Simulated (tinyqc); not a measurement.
Screening length from the swing.

Inverse problem. In a simple model of a Schottky-barrier transistor a barrier thinner than d = 3 nm is transparent, so the effective barrier is pn - psi (1 - exp(-d/lam)) and the swing beyond flat band is Vt ln 10/(1 - exp(-d/lam)). Find the thermionic swing, lam, and the effective barrier at psi = 0.2 V.

Inputs (values chosen for the exercise):
```
symbol  value  unit                                 meaning
T         300     K                             temperature
pn        0.4    eV  barrier for electrons at both contacts
```

Constants: q = 1.602176634e-19 C, kB = 1.380649e-23 J/K, Vt = kB T/q. Results are converted to the units shown.

swing in the tunnelling range = 105.28164 mV/decade

Answer. The ratio of the two swings is 1 - exp(-d/lam).

Vt ln 10 = 59.5 mV/decade
lam = 3.60 nm
effective barrier = 0.287 eV

tinyqc, about 0.5 s, one thread, Intel Xeon 2.30GHz (shared host): `OMP_NUM_THREADS=1 python tinyqc.py 2390035 2390036 out.jsonl`
